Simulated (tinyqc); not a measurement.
# Thin-film resistivity, exact integral against the thick limit

Fuchs-Sondheimer for a film of thickness d, k = d/lam: rho0/rho = 1 - (3 (1 - ps)/(2 k)) int_1^infinity (t^-3 - t^-5)(1 - exp(-k t))/(1 - ps exp(-k t)) dt; thick limit rho/rho0 = 1 + 3 (1 - ps)/(8 k).

Values chosen for this exercise; metal values close to those of copper:
- rho0 = 1.71 uohm cm (bulk resistivity)
- lam = 38.9 nm (bulk mean free path)
- ps = 0.3 (specular share of surface scattering)

Thin-film resistivity, exact integral against the thick limit:

| d (nm) | k | rho/rho0, exact | thick limit | error of the limit (%) | rho (uohm cm) |
|---|---|---|---|---|---|
| 1.9 | 0.048843 | 5.3508 | 6.3743 | 19.1 | 9.1499 |
| 3.8 | 0.097686 | 3.4640 | 3.6872 | 6.44 | 5.9234 |
| 7.3 | 0.18766 | 2.4215 | 2.3988 | -0.939 | 4.1408 |
| 14 | 0.35990 | 1.8008 | 1.7294 | -3.97 | 3.0795 |
| 28 | 0.71979 | 1.4175 | 1.3647 | -3.73 | 2.4240 |
| 53 | 1.3625 | 1.2196 | 1.1927 | -2.21 | 2.0855 |
| 100 | 2.5707 | 1.1123 | 1.1021 | -0.916 | 1.9020 |
| 200 | 5.1414 | 1.0538 | 1.0511 | -0.259 | 1.8020 |
| 390 | 10.026 | 1.0269 | 1.0262 | -0.0685 | 1.7560 |

rho/rho0 falls from 5.35 to 1.03. The error of the thick limit goes from 19 through a minimum of -4.0 (at d = 14 nm among the rows listed) to -0.069 %; it stays within 5 % for k of 0.1877 and above among the rows listed. The change of sign at small k is a crossing of two different laws, not agreement.

Numbers from tinyqc (`OMP_NUM_THREADS=1 python tinyqc.py 2100099 2100100 out.jsonl`; about 0.01 s on one thread of a shared Intel Xeon 2.30GHz).
